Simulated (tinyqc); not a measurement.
Debye-Callaway model of lattice thermal conductivity. Changing the Casimir length L. Computed by tinyqc, a small Python program. Command: `OMP_NUM_THREADS=1 python tinyqc.py 3005811 3005812 out.jsonl callaway sweep`. One thread of a shared host (Intel(R) Xeon(R) Processor @ 2.30GHz), about 0.03 s of CPU time with the checks.

Three acoustic branches with one velocity v, cut at omega_D = k_B Theta/hbar; x = hbar omega/(k_B T). v and Theta are separate inputs: Theta cuts off the heat-carrying modes, so C need not reach 3 k_B/V. gamma is an effective value that sets the umklapp rate.

Inputs (values chosen for the exercise, modelled on diamond): sound velocity v = 13500 m/s; Debye temperature Theta = 2230 K; volume per atom V = 5.67 angstrom^3; mean atomic mass M = 12.01 u; effective Grueneisen parameter gamma = 5.36; umklapp exponent divisor b = 2; mass variance Gamma = 6.4e-05; normal-process factor f_N = 1.8; temperature T = 20 K.

Sample: crystal. Point defects: isotopes. Normal processes: included.

Constants: k_B = 1.380649e-23 J/K; hbar = 1.054571817e-34 J s; u = 1.6605390666e-27 kg.

Method:
- Gamma is given directly by the isotope mixture. A = V Gamma/(4 pi v^3).
- Rates: point defects A omega^4; umklapp B omega^2 T exp(-Theta/(b T)) with B = hbar gamma^2/(M v^2 Theta); normal processes f_N B omega^2 T (T/Theta)^2. Boundaries: v/L.
- kappa_1 = c int tau_C g dx, g = x^4 e^x/(e^x - 1)^2, c = (k_B/(2 pi^2 v)) (k_B T/hbar)^3, over 0 < x < min(Theta/T, 40), by 96 Gauss-Legendre points in s with x = x_max s^2; 1/tau_C = 1/tau_R + 1/tau_N; kappa_2 = c [int (tau_C/tau_N) g dx]^2 / int (tau_C/(tau_N tau_R)) g dx; kappa = kappa_1 + kappa_2.
- Heat capacity C = 3 c int g dx / v^2; grey free path 3 kappa/(C v); the median free path v tau_C halves kappa_1 when the quadrature points are ordered by free path (each counted at half its weight, interpolated in the logarithm); likewise at 10 % and 90 %.

One run for each value:
```
Casimir length L (micrometre)  kappa (W/(m K))  grey free path (nm)  median free path (nm)
0.02                                3.5793e-02           2.0000e+01             2.0000e+01
0.075                               1.3422e-01           7.5000e+01             7.5000e+01
0.28                                5.0109e-01           2.8000e+02             2.8000e+02
1.1                                 1.9685e+00           1.0999e+03             1.1000e+03
4                                   7.1567e+00           3.9990e+03             3.9996e+03
15                                  2.6819e+01           1.4986e+04             1.4994e+04
56                                  9.9871e+01           5.5805e+04             5.5915e+04
210                                 3.7119e+02           2.0741e+05             2.0883e+05
800                                 1.3737e+03           7.6761e+05             7.8418e+05
3000                                4.7653e+03           2.6627e+06             2.8149e+06
```

What does the table show, and why?

Over the rows, kappa (W/(m K)) rises from 0.0358 to 4770 (exponent d ln y / d ln x 1.00 between the first rows and 0.94 between the last); grey free path (nm) rises from 20.0 to 2.66e6 (exponent d ln y / d ln x 1.00 between the first rows and 0.94 between the last); median free path (nm) rises from 20.0 to 2.81e6 (exponent d ln y / d ln x about 0.99 throughout). The exponent of kappa stays between 0.94 and 1.00, near 1: boundaries limit every mode. Kappa falls to half its value in the last row at about 1200 micrometre, against a grey free path of 2700 and a median one of 2800 micrometre in that row.

Extremes, crossings and ranges named in words are read from the listed rows.
